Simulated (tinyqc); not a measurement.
Doping and voltage from widths and field.

Problem. In the depletion approximation an abrupt p-n junction has a triangular field: peak E = q Nd xn/(eps0 eps_r) = q Na xp/(eps0 eps_r), W = xn + xp, and Vbi - V = E W/2. Find Nd, Na and Vbi - V.

Inputs (values chosen for the exercise): relative permittivity eps_r = 14.6.

Constants: q = 1.602176634e-19 C, eps0 = 8.8541878128e-14 F/cm where lengths are in cm. Results are converted to the units shown.

W = 929.74308 nm
peak field = 27.570762 kV/cm
xn = 74.151289 nm

Solution. Gauss's law on each side gives its doping from the peak field and its width; the voltage is the area of the triangle.

Nd = 3.000e16 cm^-3
Na = 2.600e15 cm^-3
Vbi - V = 1.282 V

Program tinyqc, `OMP_NUM_THREADS=1 python tinyqc.py 2000032 2000033 out.jsonl`; Intel Xeon 2.30GHz, shared host, one thread, about 0.01 s.
